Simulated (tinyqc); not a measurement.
Worked calculation: Hubbard ring of 4 sites. One step of it, computed by the program tinyqc.

Problem. Mean-field iteration 1. H(up) = T + U n(down), H(down) = T + U n(up); fill the lowest levels; n(new) = n + mixing (n(out) - n); E = tr T (rho up + rho down) + U sum n_up n_down of the output.

one-body matrix (hopping and site energies) (eV), lower triangle:
```
           1          2          3         4
1   0.000000
2  -1.630000   0.000000
3   0.000000  -1.630000   0.000000
4  -1.630000   0.000000  -1.630000  0.000000
```

U = 3.200000 eV

electrons, up and down: 1  1

mixing = 1

n(up) at the start (a guess, not normalised): 1 0.300000, 2 0.200000, 3 0.300000, 4 0.200000

n(down) at the start (a guess): 1 0.200000, 2 0.300000, 3 0.200000, 4 0.300000

Give: levels, up; levels, down; energy; n(up) after iteration 1; n(down) after iteration 1.

Solution.

levels, up (eV): -2.464  0.640  0.960  4.064

levels, down (eV): -2.464  0.640  0.960  4.064

energy = -5.714 eV

n(up) after iteration 1: 1 0.262, 2 0.238, 3 0.262, 4 0.238

n(down) after iteration 1: 1 0.238, 2 0.262, 3 0.238, 4 0.262
